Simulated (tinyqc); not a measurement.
# Small-signal admittance of a forward-biased p+-n diode: effects of single changes

Holes injected into a neutral base of width wb with an ohmic contact at its end; low injection, p0 far above the equilibrium density. A small voltage v exp(i w t), w = 2 pi f, modulates the edge density by p0 v/Vt, and the small-signal density obeys Dp d2p/dx2 = (1/tau + i w) p.

Parameters, values chosen for the exercise; permittivity close to that of germanium:

| symbol | value | unit | meaning |
|---|---|---|---|
| T | 350 | K | temperature |
| eps_r | 16 |  | relative permittivity |
| Nd | 1.2e16 | cm^-3 | donor density of the base |
| Dp | 47 | cm^2/s | hole diffusion coefficient |
| tau | 9e-9 | s | hole lifetime |
| wb | 7.2 | um | width of the neutral base |
| p0 | 5e14 | cm^-3 | excess hole density at the junction edge |
| Na | 8e19 | cm^-3 | acceptor density of the p+ side |
| Rs | 0.00031 | ohm cm^2 | series resistance |
| f | 9.5e5 | Hz | signal frequency |

Constants: q = 1.602176634e-19 C, kB = 1.380649e-23 J/K, Vt = kB T/q, eps0 = 8.8541878128e-14 F/cm where lengths are in cm. Results are converted to the units shown.

Each table varies one quantity; the others keep the values above.

## Admittance against frequency

L = sqrt(Dp tau); direct current J = (q Dp p0/L) coth(wb/L); k = sqrt(1 + i w tau)/L; diffusion admittance Y = (q Dp p0/Vt) k coth(k wb) = G + i w C_diff; junction capacitance C_j = sqrt(q eps0 eps_r Nd/(2 Vr)) in the depletion approximation, with the remaining barrier Vr = Vt ln(Na/p0), a rough value under forward bias; base-width modulation is left out. Measured admittance 1/[Rs + 1/(Y + i w C_j)].

The same in every row: C_j (uF/cm^2) = 0.06139.

Admittance against frequency:
```
f (Hz)     w tau  G (S/cm^2)  C_diff (uF/cm^2)  measured G (S/cm^2)  measured C (uF/cm^2)  phase of the measured Y (degrees)
1e5     0.005655       239.0            0.5490                222.5                0.5290                            0.08558
4e5      0.02262       239.0            0.5489                222.5                0.5290                             0.3423
2e6       0.1131       239.1            0.5489                222.6                0.5290                              1.710
7e6       0.3958       239.7            0.5484                223.3                0.5283                              5.941
3e7        1.696       250.7            0.5383                235.7                0.5158                              22.41
1e8        5.655       338.3            0.4600                330.7                0.4235                              38.82
5e8        28.27       734.7            0.2256                727.9                0.1810                              38.00
2e9        113.1        1450            0.1144                 1406               0.06839                              31.43
9e9        508.9        3065           0.05409                 2430               0.01462                              18.79
```

G starts at J/Vt = 239 S/cm^2 and C_diff at (J tau/(2 Vt))(1 - 2 x/sinh 2x) = 0.549 uF/cm^2, x = wb/L = 1.11. Between the last two rows G goes as f^(0.50) and C_diff as f^(-0.50); the limits are 1/2 and -1/2, reached when the signal penetrates only sqrt(Dp/w). The measured C is 13 % below C_diff + C_j in the first row and 87 % below it in the last, the difference being due to Rs.

## Effect of the excess hole density at the junction edge

Same model as above.

The same in every row: w tau = 0.05372.

Effect of the excess hole density at the junction edge:
columns A: p0 (cm^-3); B: G (S/cm^2); C: C_diff (uF/cm^2); D: C_j (uF/cm^2); E: measured G (S/cm^2); F: measured C (uF/cm^2); G: phase of the measured Y (degrees)
```
A            B         C        D         E        F       G
1e9   4.781e-4  1.098e-6  0.04241  4.979e-4  0.04241   89.89
1e10  0.004781  1.098e-5  0.04450  0.004803  0.04451   88.96
1e11   0.04781  1.098e-4  0.04693   0.04783  0.04704   80.33
1e12    0.4781  0.001098  0.04981    0.4780  0.05090   32.44
1e13     4.781   0.01098  0.05330     4.774  0.06409   4.582
1e14     47.81    0.1098  0.05764     47.11   0.1626   1.180
1e15     478.1     1.098  0.06324     416.4   0.8807  0.7234
```

As p0 goes from 1e9 to 1e15, G rises from 4.78e-4 to 478 S/cm^2, C_diff rises from 1.10e-6 to 1.10 uF/cm^2 and the measured C rises from 0.0424 to 0.881 uF/cm^2. C_diff exceeds C_j for p0 = 1e14, 1e15.

Numbers from tinyqc (`OMP_NUM_THREADS=1 python tinyqc.py 2890167 2890168 out.jsonl`; about 0.01 s on one thread of a shared Intel Xeon 2.30GHz).
